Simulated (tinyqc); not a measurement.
Coherent transport through a tight-binding region between two chains, step by step. Computed by tinyqc, a small Python program that keeps every step. Settings: temperature = 77, mu = -0.3. Command: `OMP_NUM_THREADS=1 python tinyqc.py 21045 21046 out.jsonl` (the two numbers bound the seeds that draw the settings). One thread of a shared host (Intel(R) Xeon(R) Processor @ 2.60GHz), about 0.1 s of CPU time with the checks.

## Transmission at E = -0.19 eV

H of the central region (eV):
$$\begin{pmatrix}
-0.010000 & -1.950000 & 0.000000 & 0.000000 & -1.950000 \\
-1.950000 & -0.920000 & -1.950000 & 0.000000 & 0.000000 \\
0.000000 & -1.950000 & 0.530000 & -1.950000 & 0.000000 \\
0.000000 & 0.000000 & -1.950000 & -0.950000 & -1.950000 \\
-1.950000 & 0.000000 & 0.000000 & -1.950000 & -0.040000
\end{pmatrix}$$

Leads: semi-infinite chains with site energy 0:
```
parameter                           value
lead hopping t (eV)              1.280000
coupling to the left lead (eV)   1.410000
coupling to the right lead (eV)  0.550000
left contact site                       1
right contact site                      4
```

E = -0.190000 eV

Surface Green function g = (E - i sqrt(4 t^2 - E^2)) / (2 t^2); self-energy tc^2 g on each contact site; G = (E - H - Sigma)^(-1); Gamma = -2 Im Sigma; T = Gamma_L Gamma_R |G_LR|^2; local density of states -Im G_ii / pi.

g = -0.057983-0.779095i 1/eV

G (1/eV):
$$\begin{pmatrix}
0.218499-0.100071i & 0.097928-0.046656i & -0.255159+0.117537i & -0.192140+0.090054i & 0.342657-0.130223i \\
0.097928-0.046656i & 0.239065-0.021979i & 0.325397+0.054884i & -0.118918+0.042244i & -0.272874-0.057355i \\
-0.255159+0.117537i & 0.325397+0.054884i & 0.133344-0.138083i & 0.236659-0.105868i & -0.240504+0.151695i \\
-0.192140+0.090054i & -0.118918+0.042244i & 0.236659-0.105868i & 0.206300-0.081334i & 0.184072+0.113366i \\
0.342657-0.130223i & -0.272874-0.057355i & -0.240504+0.151695i & 0.184072+0.113366i & 0.180808-0.219145i
\end{pmatrix}$$

local density of states (1/eV): [0.031854, 0.006996, 0.043953, 0.025889, 0.069756]

transmission = 0.065748

## Transmission across the band

The same steps on a grid of energies.

T(E):
```
E (eV)              T
-2.43200000  0.416102
-2.18880000  0.718751
-1.94560000  0.483005
-1.70240000  0.217008
-1.45920000  0.000266
-1.21600000  0.068569
-0.97280000  0.094088
-0.72960000  0.089640
-0.48640000  0.078995
-0.24320000  0.068026
0.00000000   0.058088
0.24320000   0.049385
0.48640000   0.041819
0.72960000   0.035226
0.97280000   0.029441
1.21600000   0.024312
1.45920000   0.019695
1.70240000   0.015446
1.94560000   0.011395
2.18880000   0.007308
2.43200000   0.002792
```

levels of the isolated region (eV): [-4.224777, -1.923073, -1.117447, 2.911990, 2.963306]

## Current

I = (2e/h) int T(E) [f(E - mu - V/2) - f(E - mu + V/2)] dE at 77 K with mu = -0.3 eV, the bias not changing H; 2e^2/h = 77.48092 microsiemens; the integral runs over the band on 4001 points.

Current:
```
V (volt)  I (microampere)
0.010000         0.054637
0.050000         0.273193
0.100000         0.546426
0.200000         1.093168
0.400000         2.188763
0.800000         4.393323
```
